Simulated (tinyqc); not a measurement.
Stacked nanosheet transistor, parasitic resistance, capacitance and delay: one step of the calculation.

Ns sheets share one contact on top; each has perimeter p = 2 (Ws + ts) and cross-section A = Ws ts; contact width Wc = Ws + 10 nm, stack height Hs = Ns pv. Sheet 1 is the top one. Contact length Lc = CPP - Lg - 2 Lsp, shared by two neighbouring gates. Source and drain sides are equal. The formulas are first-order estimates, not field solutions.

Task. Effective current, delay and energy. Ieff = (IH + IL)/2, delay CL Vdd/(2 Ieff), energy CL Vdd^2, with CL the load of an inverter that drives an equal one.

Inputs (values chosen for the exercise): supply voltage Vdd = 0.65 V.

IH = I(Vdd, Vdd/2) = 223.48944 uA
IL = I(Vdd/2, Vdd), solved likewise = 92.445897 uA
CL = 800.62478 aF

Wanted: Ieff; delay; energy.

Result.

Ieff = 157.97 uA
delay = 1.6472 ps
energy = 338.26 aJ

Program tinyqc, `OMP_NUM_THREADS=1 python tinyqc.py 2170090 2170091 out.jsonl`; Intel Xeon 2.30GHz, shared host, one thread, about 0.07 s.
